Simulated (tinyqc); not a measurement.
Hubbard chain of 3 sites, step by step. One step of it, computed by the program tinyqc.

Task: Mean-field iteration 3. H(up) = T + U n(down), H(down) = T + U n(up); fill the lowest levels; n(new) = n + mixing (n(out) - n); E = tr T (rho up + rho down) + U sum n_up n_down of the output.

one-body matrix (hopping and site energies) (eV), lower triangle:
```
           1          2         3
1   0.000000
2  -1.110000   0.000000
3   0.000000  -1.110000  0.000000
```

U = 5.000000 eV

electrons, up and down: 2  2

mixing = 1

n(up) after iteration 2: 1 0.698553, 2 0.602894, 3 0.698553

n(down) after iteration 2: 1 0.623603, 2 0.752794, 3 0.623603

Give: levels, up; levels, down; energy; n(up) after iteration 3; n(down) after iteration 3.

Result:

levels, up (eV): 1.838  3.118  5.044

levels, down (eV): 1.666  3.493  4.842

energy = 3.760 eV

n(up) after iteration 3: 1 0.800, 2 0.399, 3 0.800

n(down) after iteration 3: 1 0.712, 2 0.575, 3 0.712
